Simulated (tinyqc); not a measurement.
Comparisons within one model: two-dimensional electron gas with Rashba and Dresselhaus coupling. A value that a table varies takes the place of the one given here.

H = c k^2/m + al (ky sx - kx sy) + b1 (kx sx - ky sy) + gam kx ky (kx sy - ky sx), s the Pauli matrices, x = [100], c = hbar^2/2m0, b1 = gam (pi/L)^2 (hard walls). H = c k^2/m + B.s, so E = c k^2/m -/+ |B| and the lower state has its spin along -B.

Constants: hbar^2/2m0 = 3.80998211 eV angstrom^2.

Parameters, chosen for this exercise (of the size met in GaAs; shifted at random, so the results belong to these values and not to a real crystal):

| symbol | value | unit | meaning |
|---|---|---|---|
| m | 0.0674 | m0 | mass |
| al | 0.021 | eV angstrom | Rashba constant |
| gam | 12.1 | eV angstrom^3 | bulk Dresselhaus constant |
| L | 210 | angstrom | width of the (001) well |
| n | 3.8 | 1e11/cm^2 | sheet density (one subband filled) |

## Splitting and spin direction around the circle

At |k| = k0 = sqrt(2 pi n), 1e11/cm^2 = 1e-5/angstrom^2.

Around the circle:

| phi (deg) | Bx (meV) | By (meV) | splitting (meV) | lower spin (deg) |
|---|---|---|---|---|
| 0.0 | 0.0418 | -0.3245 | 0.6544 | 97.3 |
| 22.5 | 0.1568 | -0.3012 | 0.6792 | 117.5 |
| 45.0 | 0.2433 | -0.2433 | 0.6880 | 135.0 |
| 67.5 | 0.3012 | -0.1568 | 0.6792 | 152.5 |
| 90.0 | 0.3245 | -0.0418 | 0.6544 | 172.7 |
| 112.5 | 0.2984 | 0.0916 | 0.6242 | -162.9 |
| 135.0 | 0.2156 | 0.2156 | 0.6099 | -135.0 |
| 157.5 | 0.0916 | 0.2984 | 0.6242 | -107.1 |

The splitting runs from 0.6099 meV at 135 to 0.6880 meV at 45 degrees. Along [110] it is 2 k |al + b1 - 2 b3| and along [-110] 2 k |al - b1 + 2 b3|, b3 = gam k^2/4. From 0 to 90 degrees the spin turns with k (+75 degrees), the sense of the Rashba term.

## Tuning the Rashba term through the balance point

al = f (b1 - b3) at k0 = sqrt(2 pi n), b3 = gam k0^2/4. Helix wavelength along [110]: 2 pi c/(m |al + b1 - b3|). Dyakonov-Perel rates are proportional to the mean squares of the first harmonics: for spin along z, al^2 + (b1 - b3)^2; for the most protected in-plane spin, (al - (b1 - b3))^2/2 (third harmonic left out); both are given over (b1 - b3)^2.

Against f:

| f | al (meV angstrom) | wavelength (micron) | rate, z | rate, in plane |
|---|---|---|---|---|
| 0.00 | 0.000 | 17.886 | 1.000 | 0.5000 |
| 0.25 | 0.496 | 14.309 | 1.062 | 0.2812 |
| 0.50 | 0.993 | 11.924 | 1.250 | 0.1250 |
| 0.75 | 1.489 | 10.221 | 1.562 | 0.0312 |
| 0.90 | 1.787 | 9.414 | 1.810 | 0.0050 |
| 1.00 | 1.986 | 8.943 | 2.000 | 0.0000 |
| 1.25 | 2.482 | 7.949 | 2.562 | 0.0312 |
| 2.00 | 3.971 | 5.962 | 5.000 | 0.5000 |

At f = 1, al = 1.99 meV angstrom, the first harmonic points along one axis for all k and the listed in-plane rate vanishes; the helix would have wavelength 8.94 micron. But the third harmonic, left out of the table, has b3/(b1 - b3) = 0.36; its mean square, 0.07 in these units against 0.50 for the in-plane rate at f = 0, limits the protection to about the ratio of the two. The uniform z spin still relaxes there, twice as fast as at f = 0.

## What each parameter does

Splittings 2|B| at k0 = sqrt(2 pi n) along [100], [110] and [-110], and E0 = c k0^2/m; 1e11/cm^2 = 1e-5/angstrom^2. Each row changes one parameter from the base and keeps the others.

Results:

| case | [100] (meV) | [110] (meV) | [-110] (meV) | E0 (meV) |
|---|---|---|---|---|
| base | 0.6544 | 0.6880 | 0.6099 | 13.50 |
| m = 0.07414 m0 | 0.6544 | 0.6880 | 0.6099 | 12.27 |
| al = 0.0252 eV angstrom | 0.7833 | 0.8178 | 0.7397 | 13.50 |
| gam = 14.52 eV angstrom^3 | 0.6567 | 0.6958 | 0.6021 | 13.50 |
| L = 230 angstrom | 0.6527 | 0.6741 | 0.6239 | 13.50 |
| n = 5.7 1e11/cm^2 | 0.8014 | 0.8153 | 0.7743 | 20.24 |

The largest shifts from the base row, up to three for each result and ties (the steps differ in size, so this ranks the rows, not the parameters). [100] (meV): n +0.1471, al +0.1289, gam +0.0024; unchanged at the printed digits by m. [110] (meV): al +0.1298, n +0.1273, L -0.0139; unchanged at the printed digits by m. [-110] (meV): n +0.1644, al +0.1298, L +0.0139; unchanged at the printed digits by m. E0 (meV): n +6.75, m -1.23; unchanged at the printed digits by al, gam and L.

Run: tinyqc, `OMP_NUM_THREADS=1 python tinyqc.py 1480909 1480910 out.jsonl`; Intel(R) Xeon(R) Processor @ 2.30GHz, one thread, shared host; about 0.01 s of CPU time with all checks.
